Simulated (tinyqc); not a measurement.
Elastic trap-assisted tunnelling through a dielectric: two steps of the calculation.

Emitter at x = 0 (Fermi level 0), collector at x = t (Fermi level -V), band edge U(x) = phi - F x, F = V/t. A trap at x has the energy E = U(x) - Et. With G(u) = (4/(3 F)) sqrt(mo/C) max(u, 0)^1.5, C = hbar^2/(2 m0): S1 = G(phi - E) - G(Et), S2 = G(Et) - G(phi - V - E), T1,2 = exp(-S1,2). The steady rate through one trap is nu T1 T2 (f1 - f2)/(T1 + T2), f1 = f(E), f2 = f(E + V), f(y) = 1/(1 + exp(y/Vt)); both contacts offer states at E.

Parameters, values chosen for the exercise; dielectric values close to those of hafnium oxide:

| symbol | value | unit | meaning |
|---|---|---|---|
| T | 350 | K | temperature |
| phi | 1.48 | eV | barrier above the emitter Fermi level |
| mo | 0.19 | m0 | tunnelling mass |
| t | 6.3 | nm | thickness |
| Et | 1.39 | eV | trap depth below the band edge of the dielectric |
| Nt | 3.9e17 | cm^-3 | trap density |
| nu | 1e14 | 1/s | attempt frequency |
| n | 11 |  | points of the grid |
| V | 0.86 | V | voltage |
| xa | 1.73 | nm | left end of the grid |
| xb | 4.01 | nm | right end of the grid |

Constants: q = 1.602176634e-19 C, kB = 1.380649e-23 J/K, hbar = 1.054571817e-34 J s, m0 = 9.1093837015e-31 kg, Vt = kB T/q, hbar^2/(2 m0) = 0.0380998212 eV nm^2. Results are converted to the units shown.

Task 1. Rate through a trap near the best position. n equally spaced x from xa to xb, where nearly all of the current flows; J = q Nt times the integral of the rate, by Simpson's rule.

Give: x; E; S1; S2; f1 - f2; rate; J.

Result 1.

| point | x (nm) | E (eV) | S1 | S2 | f1 - f2 | rate (1/s) |
|---|---|---|---|---|---|---|
| 0 | 1.730 | -0.1462 | 9.49 | 21.12 | 0.9922 | 6.689e4 |
| 1 | 1.958 | -0.1773 | 10.79 | 20.22 | 0.9972 | 1.654e5 |
| 2 | 2.186 | -0.2084 | 12.11 | 19.30 | 0.9990 | 4.147e5 |
| 3 | 2.414 | -0.2395 | 13.44 | 18.36 | 0.9996 | 1.051e6 |
| 4 | 2.642 | -0.2707 | 14.78 | 17.41 | 0.9999 | 2.560e6 |
| 5 | 2.870 | -0.3018 | 16.13 | 16.44 | 1.000 | 4.173e6 |
| 6 | 3.098 | -0.3329 | 17.50 | 15.46 | 1.000 | 2.229e6 |
| 7 | 3.326 | -0.3640 | 18.87 | 14.45 | 1.000 | 6.279e5 |
| 8 | 3.554 | -0.3951 | 20.26 | 13.44 | 1.000 | 1.583e5 |
| 9 | 3.782 | -0.4263 | 21.66 | 12.40 | 1.000 | 3.907e4 |
| 10 | 4.010 | -0.4574 | 23.07 | 11.35 | 1.000 | 9524 |

J = 0.01663 A/cm^2

Task 2. The best-placed trap against direct tunnelling. At x = xs: E, S1, S2 and the occupation (T1 f1 + T2 f2)/(T1 + T2). Direct tunnelling at E = 0 has S = (4/(3 F)) sqrt(mo/C) [phi^1.5 - max(phi - V, 0)^1.5].

xs = 2.87 nm

Give: E; S1; S2; occupation; S of direct tunnelling.

Result 2.

E = -0.30178 eV
S1 = 16.132
S2 = 16.442
occupation = 0.57682
S of direct tunnelling = 28.624

Range of the model: Phonon-assisted (inelastic) capture, chains of traps and a spread of trap depths are left out.

Numbers from tinyqc (`OMP_NUM_THREADS=1 python tinyqc.py 2370028 2370029 out.jsonl`; about 0.03 s on one thread of a shared Intel Xeon 2.30GHz).
